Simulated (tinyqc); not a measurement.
Hot electrons in a saturated n-channel MOSFET, lucky-electron model: effect of the channel length.

Beyond pinch-off the lateral field grows as Esat cosh(y/l) over the velocity-saturated region (pseudo-two-dimensional model). Impact ionisation in this region gives the substrate current, which biases the body forward through Rsub. Currents are per width. Local-field laws: they overstate ionisation when the field peak is narrower than an energy relaxation length.

Cox = 3.9 eps0/tox, l = sqrt(3 tox xj), Esat = 2 vs/mu. Overdrive g = Vg - VT + kb Vb; Vdsat = g Esat L/(g + Esat L); Id = Cox vs (g - Vdsat); dV = Vd - Id Rd - Vdsat; Em = sqrt((dV/l)^2 + Esat^2); Isub = Id (Ai/Bi) l Em exp(-Bi/Em). Vb = Rsub Isub is solved self-consistently. Lifetime tau = (Hl/Id)(Isub/Id)^(-m); 1 year = 3.15576e7 s.

Values chosen for this exercise; values close to those of silicon n-channel devices: oxide thickness tox = 5.1 nm; junction depth xj = 100 nm; threshold VT = 0.63 V; effective mobility mu = 360 cm^2/(V s); saturation velocity vs = 8.8e6 cm/s; ionisation prefactor Ai = 2e6 1/cm; ionisation field Bi = 1.66 MV/cm; resistance of the lightly doped drain Rd = 700 ohm um; substrate resistance Rsub = 3900 ohm um; fall of VT per volt of forward body bias kb = 0.26; lifetime exponent m = 3.2; lifetime constant Hl = 13000 s uA/um; drain voltage Vd = 1.9 V; gate voltage Vg = 0.9 V.

Constants: eps0 = 8.8541878128e-14 F/cm where lengths are in cm. Results are converted to the units shown.

Effect of the channel length:
```
L (um)	Id (uA/um)	Em (MV/cm)	Isub (uA/um)	Isub/Id	tau (years)
0.12	51.42	0.4318	2.239	0.04354	0.1817
0.18	38.17	0.4286	1.604	0.04202	0.2741
0.25	29.35	0.4266	1.204	0.04103	0.3848
0.35	22.06	0.4248	0.8874	0.04022	0.5455
0.5	16.07	0.4234	0.6360	0.03957	0.7893
0.71	11.65	0.4224	0.4553	0.03908	1.133
1	8.440	0.4216	0.3269	0.03874	1.609
```

What does the comparison show?

As L goes from 0.12 to 1 um, Em falls from 0.432 to 0.422 MV/cm, Isub falls from 2.24 to 0.327 uA/um and tau rises from 0.182 to 1.61 years. From the first row to the last, log10(tau) changes by 0.95: 0.16 from (Isub/Id)^(-m), which holds Em and l, and 0.78 from 1/Id. For L = 0.12 to 0.18 um the saturated region takes over 60 % of L, so using the full L in Vdsat is rough.

Computed by the program tinyqc: `OMP_NUM_THREADS=1 python tinyqc.py 2550116 2550117 out.jsonl`, one thread of a shared Intel Xeon 2.30GHz, about 0.01 s for the whole run.
